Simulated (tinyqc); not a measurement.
From results back to parameters: heavy doping: gap narrowing, degeneracy and the minority density. Three cases, with inputs chosen for the exercise.

Problem. Narrowing at two dopings was computed from hidden E0 and N0, with N0 below Na.

Empirical narrowing (Slotboom form, constants chosen for the exercise; published fits of this form give the apparent narrowing, here it is taken as the true one): dEg = E0 [ln(N/N0) + sqrt(ln(N/N0)^2 + C)].

Case 1.

Values chosen (out of a larger set: gap and densities of states near those of Si at this temperature; narrowing constants near the fits for Si; not measured data): C = 0.5 (smoothing constant); Na = 1.4e+18 1/cm^3; Nb = 4.2e+19 1/cm^3.

dEg(Na) = 32.2253 meV
dEg(Nb) = 78.3264 meV

Case 2.

Values chosen (out of a larger set: gap and densities of states near those of Si at this temperature; narrowing constants near the fits for Si; not measured data): C = 0.5 (smoothing constant); Na = 1.4e+18 1/cm^3; Nb = 4.2e+19 1/cm^3.

dEg(Na) = 35.7116 meV
dEg(Nb) = 86.8003 meV

Case 3.

Values chosen (out of a larger set: gap and densities of states near those of Ge at this temperature; narrowing constants of the size fitted for Si, not for this material; not measured data): C = 0.5 (smoothing constant); Na = 1.1e+18 1/cm^3; Nb = 3.3e+19 1/cm^3.

dEg(Na) = 38.8211 meV
dEg(Nb) = 94.3581 meV

Find: N0; E0.

Solution. The ratio dEg(Nb)/dEg(Na) depends on N0 alone and rises steadily with it; solve for ln N0 by bisection, then E0 from either value.

Case 1.

N0 = 1.4e+17 1/cm^3
E0 = 6.84 meV

Case 2.

N0 = 1.4e+17 1/cm^3
E0 = 7.58 meV

Case 3.

N0 = 1.1e+17 1/cm^3
E0 = 8.24 meV

Computed by tinyqc, one run a case: `OMP_NUM_THREADS=1 python tinyqc.py N N+1 out.jsonl` with N = 1680784, 1680823, 1680885; one thread of a shared Intel(R) Xeon(R) Processor @ 2.30GHz, about 0.02 s a run at most.
